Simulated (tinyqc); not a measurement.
What each parameter does: round or elliptic silicon nanowire with anisotropic valleys (Ritz method).

Wire along x = [110] on a (001) wafer, y = [-110], z = [001]. Valley groups (w = inverse masses): A, two valleys along z: w_y = 1/mt, w_z = 1/ml, m_x = mt; B, four valleys in the wafer plane: w_y = (1/ml + 1/mt)/2, w_z = 1/mt, m_x = (ml + mt)/2.

Hard wall on the ellipse (y/a)^2 + (z/b)^2 = 1, c = hbar^2/2m0. With u = y/a, v = z/b the operator is -c [(w_y/a^2) d2/du2 + (w_z/b^2) d2/dv2] on the unit disc. Basis (1 - u^2 - v^2) u^i v^j; S, X and Y are the disc integrals of f f', (df/du)(df'/du) and (df/dv)(df'/dv), from the integral of u^p v^q = 2 Gamma((p+1)/2) Gamma((q+1)/2)/((p + q + 2) Gamma((p+q+2)/2)) for even p, q; H = c (w_y X/a^2 + w_z Y/b^2).

Converged values use 21 functions of each parity class (e or o in u, then in v).

Constants: hbar^2/2m0 = 3.80998211 eV angstrom^2.

Parameters, chosen for this exercise (near those of a Si nanowire; the results hold for these values, not for the real material): ml = 0.921 m0 (longitudinal mass); mt = 0.193 m0 (transverse mass); a = 35 angstrom (semi-axis along y); b = 35 angstrom (semi-axis along z).

Lowest level of groups A and B.

One parameter was then changed.

Results before and after:

| case | A (eV) | B (eV) | B - A (meV) |
|---|---|---|---|
| base | 0.0554 | 0.0747 | 19.2 |
| changed | 0.0603 | 0.0823 | 22.0 |

Which of these changes was made? (a) a = 38 angstrom; (b) b = 38 angstrom; (c) mt = 0.174 m0; (d) ml = 1.032 m0.

Answer: (c) mt = 0.174 m0. Of the candidates, run in turn, only this one gives the changed row.

All candidates:

| case | A (eV) | B (eV) | B - A (meV) |
|---|---|---|---|
| base | 0.0554 | 0.0747 | 19.2 |
| a = 38 angstrom | 0.0486 | 0.0703 | 21.7 |
| b = 38 angstrom | 0.0538 | 0.0677 | 13.9 |
| ml = 1.032 m0 | 0.0542 | 0.0741 | 19.9 |
| mt = 0.174 m0 | 0.0603 | 0.0823 | 22.0 |

Program tinyqc; command `OMP_NUM_THREADS=1 python tinyqc.py 1251558 1251559 out.jsonl`; about 0.04 s on one thread of a shared Intel(R) Xeon(R) Processor @ 2.30GHz.
